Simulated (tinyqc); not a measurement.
# IGBT as a p-i-n diode in series with a MOS channel, on-state and switching loss, step by step

Computed by the program tinyqc: `OMP_NUM_THREADS=1 python tinyqc.py 2590131 2590132 out.jsonl`, one thread of a shared Intel Xeon 2.30GHz, about 0.01 s for the whole run. Printed values are rounded.

High injection (n = p) in a drift layer from x = -W/2 (anode) to +W/2 (cathode side), recombination only in the layer with lifetime tau, ideal emitters. The channel feeds the cathode side and carries the whole current. Auger recombination, carrier-carrier scattering, emitter losses and the carrier dip under the p body are left out.

Values chosen for this exercise; material values close to those of silicon:
```
symbol    value        unit                                             meaning
T           400           K                                         temperature
Eg         1.13          eV                                            band gap
Nc      4.28e19       cm^-3              conduction-band density of states at T
Nv      4.08e19       cm^-3                 valence-band density of states at T
mn          743  cm^2/(V s)                                   electron mobility
mp          255  cm^2/(V s)                                       hole mobility
W           350          um                            width of the drift layer
Nd       1.8e13       cm^-3                           doping of the drift layer
tau          20          us                             high-injection lifetime
J           250      A/cm^2                                     current density
Rch        0.98   mohm cm^2                 channel and accumulation resistance
Vdc        1800           V                                        link voltage
ks          0.1              turn-off energy per stored charge and link voltage
f             5         kHz                                 switching frequency
```

Constants: q = 1.602176634e-19 C, kB = 1.380649e-23 J/K, Vt = kB T/q. Results are converted to the units shown.

## Ambipolar length

b = mn/mp, B = (b - 1)/(b + 1), La = sqrt(2 Vt mn mp tau/(mn + mp)), y = W/(2 La).

b = 2.913725
B = 0.4889780
La = 161.7878 um
y = 1.081664

## Carrier profile

2 x/W, point 0 to 8: [-1, -0.75, -0.5, -0.25, 0, 0.25, 0.5, 0.75, 1]

n(x) = (tau J/(2 q La))[cosh(x/La)/sinh y - B sinh(x/La)/cosh y]. x/La = (2 x/W) y.

n, point 0 to 8 (cm^-3): [1.589330e18, 1.254711e18, 1.012403e18, 8.445796e17, 7.388929e17, 6.875676e17, 6.868277e17, 7.366188e17, 8.406041e17]

The density is 1.89 times higher at the anode than at the cathode side, since holes are the slower carriers; its smallest listed value is 38200 times Nd.

## On-state voltage

n(x) = (tau J/(2 q La))[cosh(x/La)/sinh y - B sinh(x/La)/cosh y]. Vm = Vt [(8 b/(b + 1)^2)(sinh y/s) arctan(s sinh y) + B ln((1 + B tanh^2 y)/(1 - B tanh^2 y))], s = sqrt(1 - B^2 tanh^2 y); Vj = Vt ln(n(-W/2) n(W/2)/ni^2), ni = sqrt(Nc Nv) exp(-Eg/(2 Vt)), Eg in volts; Vc = J Rch; Von = Vm + Vj + Vc.

Vm = 0.07591069 V
Vj = 0.8826638 V
Vc = 0.245 V
Von = 1.203575 V

Vm does not depend on J, since the carrier density grows with it. Junctions, layer and channel take 73, 6.3 and 20 % of Von.

## Stored charge, losses and the unipolar alternative

Stored charge tau J, turn-off energy Eoff = ks tau J Vdc, loss at half duty 0.5 J Von + f Eoff. A unipolar device on the same layer has Vu = J (W/(q mn Nd) + Rch).

stored charge = 5000 uC/cm^2
Eoff = 900 mJ/cm^2
conduction loss = 150.4468 W/cm^2
switching loss = 4500 W/cm^2
Vu = 4083.781 V

Both losses would be equal at f = 0.167 kHz.
